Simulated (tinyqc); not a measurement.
Speciation in dilute and buffered hydrofluoric acid, oxide etch rate and bath loading: one step, computed by the program tinyqc. Command: `OMP_NUM_THREADS=1 python tinyqc.py 3120098 3120099 out.jsonl hfetch walk`. One thread of a shared host (Intel(R) Xeon(R) Processor @ 2.30GHz), about 0.01 s of CPU time with the checks.

Concentrations stand for activities, NH4+ and Cl- are spectators, and water ionisation is neglected. H, F and HF2 denote the ions H+, F- and HF2-. The base temperature is 298 K.

Question. One trial. Fluoride balance: [HF] + [F] + 2 [HF2] + 2 [H2F2] = HF added + NH4F added. Acid balance: [H] + [HF] + [HF2] + 2 [H2F2] = HF added + HCl added. For a trial [H], [HF] = [H][F]/K1, and the fluoride balance is a quadratic in [F]. Take pH = 3. The residual is the left side of the acid balance less the right.

Inputs (values chosen for the exercise, of the order of those for thermal oxide at room temperature):
```
quantity                 value   unit
HF added                  0.24  mol/L
NH4F added                   0  mol/L
HCl added                 0.63  mol/L
K1 = [H][F]/[HF]      0.000646  mol/L
K2 = [HF2]/([HF][F])       3.8  L/mol
K3 = [H2F2]/[HF]^2         2.8  L/mol
```

Give: [F]; [HF]; [HF2]; [H2F2]; residual.

Answer.

[F] = 0.059362 mol/L

[HF] = 0.091892 mol/L

[HF2] = 0.020729 mol/L

[H2F2] = 0.023644 mol/L

residual = -0.70909 mol/L

The residual is negative, so the pH lies below 3.
